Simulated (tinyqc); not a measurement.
Energy conservation against the time step: molecular dynamics of a small cluster by velocity Verlet steps. Computed by tinyqc, a small Python program. Command: `OMP_NUM_THREADS=1 python tinyqc.py 3029715 3029716 out.jsonl verlet walk`. One thread of a shared host (Intel(R) Xeon(R) Processor @ 2.30GHz), about 0.2 s of CPU time with the checks.

E = sum_(i<j) phi(r_ij), phi(r) = eps [exp(-2 alpha (r - r0)) - 2 exp(-alpha (r - r0))]; the force on i is -sum_j phi'(r_ij) (R_i - R_j)/r_ij.

Inputs (values chosen for the exercise, for model atoms):

| quantity | value | unit |
|---|---|---|
| length r0 | 3.18 | angstrom |
| well depth eps | 0.45 | eV |
| stiffness alpha | 1.57 | 1/angstrom |
| atomic mass M | 56.2 | u |
| time step dt | 11 | fs |
| steps | 300 | - |

Potential: Morse.

starting positions (angstrom):
```
           x      y      z
atom 1  0.02  -0.04  -0.05
atom 2  3.17  -0.08  -0.04
atom 3  1.65   2.74      0
```

starting velocities (angstrom/fs):
```
               x         y         z
atom 1  -0.00075   0.00152   0.00026
atom 2    0.0006  -0.00087     5e-05
atom 3   0.00014  -0.00065  -0.00031
```

Constants: 1 eV/(angstrom u) = 9.648533212e-03 angstrom/fs^2; k_B = 8.617333262e-05 eV/K.

Method:
- Relax the cluster, diagonalise the Hessian (central differences): omega_max = sqrt(c lambda_max/M). Verlet steps are stable for omega_max dt < 2.
- Velocity Verlet: a = c F/M with c = 9.648533212e-3 angstrom/fs^2 per eV/(angstrom u); R(new) = R + v dt + a dt^2/2; v(new) = v + (a + a(new)) dt/2. Kinetic energy K = M v^2/(2c); temperature T = 2K/((3N - 3) k_B), rotation of the cluster included.
- Runs without thermostat over the same span of time, steps x dt; spread = largest minus smallest value. For contrast, the energy gained over the first 30 dt (dt of the inputs) by explicit Euler steps: R(new) = R + v dt, v(new) = v + a dt.

omega_max dt = 0.371823

Energy error (eV):

| dt (fs) | omega_max dt | Verlet, spread of U + K | Euler, gain in U + K |
|---|---|---|---|
| 1.375 | 0.0465 | 3.1417e-06 | 3.5078e-03 |
| 2.750 | 0.0930 | 1.2564e-05 | 8.1150e-03 |
| 5.500 | 0.1859 | 5.0234e-05 | 2.2019e-02 |
| 11.000 | 0.3718 | 2.0352e-04 | 8.3313e-02 |
| 22.000 | 0.7436 | 8.1900e-04 | 5.9182e-01 |
| 33.000 | 1.1155 | 2.0290e-03 | 1.1828e+00 |

What follows from these numbers?

The Verlet error grows as dt^2.00 between the first rows, the second order of the method. Euler steps gain energy steadily: over that short span the gain in the first row is already 1100 times the Verlet spread of the whole run, and it grows as dt^1.21, tending to the first order of that method as dt shrinks. Caution: where the Euler gain approaches or exceeds the binding energy the cluster has blown apart.

Extremes, crossings and ranges named in words are read from the listed rows.
